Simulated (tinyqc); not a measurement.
Inside a calculation. Method: Jacobi rotations on a symmetric matrix. One step of it, computed by the program tinyqc.

Problem. Jacobi rotation 2. Take the largest off-diagonal element A_pq; tan 2 theta = 2 A_pq / (A_qq - A_pp) with |theta| <= pi/4; A' = J^T A J with J_pp = J_qq = cos, J_pq = sin, J_qp = -sin.

A', lower triangle:
```
           1          2          3          4         5
1   0.126049
2  -0.212573   0.454000
3   0.000000  -0.049414   0.841951
4  -0.248414   0.172000   0.164047   2.176000
5   0.274117  -0.052000  -0.015156  -0.343000  3.386000
```

Give: p, q, theta; A'.

Solution.

p, q, theta (rad): 4.000  5.000  -0.258

A', lower triangle:
```
        1       2       3      4      5
1   0.126
2  -0.213   0.454
3   0.000  -0.049   0.842
4  -0.170   0.153   0.155  2.086
5   0.328  -0.094  -0.056  0.000  3.476
```
